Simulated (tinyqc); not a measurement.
# Changing the stress time t_s

Model: oxide trap near a transistor channel: two-state multiphonon kinetics, telegraph noise and bias instability. Computed by tinyqc, a small Python program. Command: `OMP_NUM_THREADS=1 python tinyqc.py 3019105 3019106 out.jsonl oxidetrap sweep`. One thread of a shared host (Intel(R) Xeon(R) Processor @ 2.30GHz), about 0.01 s of CPU time with the checks.

An n-channel device under positive gate bias. The trap is empty (state 1) or holds an electron (state 2); both states are parabolas of equal curvature, and the electron reservoir is taken at the Fermi level of the channel.

Inputs (values chosen for the exercise, with an insulator like HfO2 on silicon):
```
quantity                                value   unit
trap depth x from the interface          0.64     nm
tunnel barrier phi_b                     1.49     eV
tunnelling mass m_ox                     0.19    m_0
trap level above E_F at zero field E_t   0.29     eV
relaxation energy E_R                    0.91     eV
oxide field F                               2  MV/cm
attempt rate k_0 at the interface       3e+12    1/s
temperature T                             250      K
mean capture barrier mu_c                 1.5     eV
spread of the barriers s_c               0.27     eV
saturation shift dV_max                    20     mV
```

Parts treated: one trap and an ensemble.

Constants: hbar^2/(2 m_0) = 3.80998212 eV angstrom^2; k_B = 8.617333262e-05 eV/K.

Method:
- kappa = sqrt(2 m_ox phi_b)/hbar = sqrt(m_ox phi_b/(hbar^2/2m_0)); attenuation length lambda = 1/(2 kappa); factor exp(-x/lambda) for a rectangular barrier.
- E_21 = E_t - e F x is the energy of state 2 over state 1; barriers E_c = (E_R + E_21)^2/(4 E_R), E_e = E_c - E_21; tau_c = exp(E_c/k_B T)/(k_0 P), tau_e = exp(E_e/k_B T)/(k_0 P), P the tunnelling factor; occupation f_2 = tau_e/(tau_c + tau_e); 1/tau_0 = 1/tau_c + 1/tau_e.
- From the zero-field occupation f(0), f(t) = f_2 + (f(0) - f_2) exp(-t/tau_0) under the field; after t_s the field is removed and f relaxes with the zero-field constants.
- For a normal spread of capture barriers (given for the stress field, with depth and field not resolved, k_0 being taken as the effective rate of the ensemble), traps with barrier below k_B T ln(k_0 t) are filled: dV(t) = (dV_max/2) erfc((mu_c - k_B T ln(k_0 t))/(sqrt(2) s_c)); local exponent n = d ln dV/d ln t (central difference, factor 1.01 in t).

One run for each value:
```
stress time t_s (s)  shift after t_s (mV)  local time exponent n  occupation after stress
1.00e-06                        1.268e-04                 0.3651                5.420e-04
1.00e-04                        6.385e-04                 0.3370                5.420e-04
1.00e-02                        2.827e-03                 0.3092                5.420e-04
1.00e+00                        1.102e-02                 0.2816                5.420e-04
1.00e+02                        3.782e-02                 0.2542                5.420e-04
1.00e+04                        1.146e-01                 0.2273                5.420e-04
1.00e+06                        3.071e-01                 0.2008                5.420e-04
1.00e+08                        7.290e-01                 0.1749                5.420e-04
```

What does the table show?

Over the rows, shift after t_s (mV) rises from 1.27e-4 to 0.729 (exponent d ln y / d ln x 0.35 between the first rows and 0.19 between the last); local time exponent n falls from 0.365 to 0.175 (exponent d ln y / d ln x -0.017 between the first rows and -0.030 between the last); occupation after stress does not change.

Caution (rows 1.00e-6, 1.00e-4): the shift after t_s is too small to measure: the filling front has hardly reached the barriers.
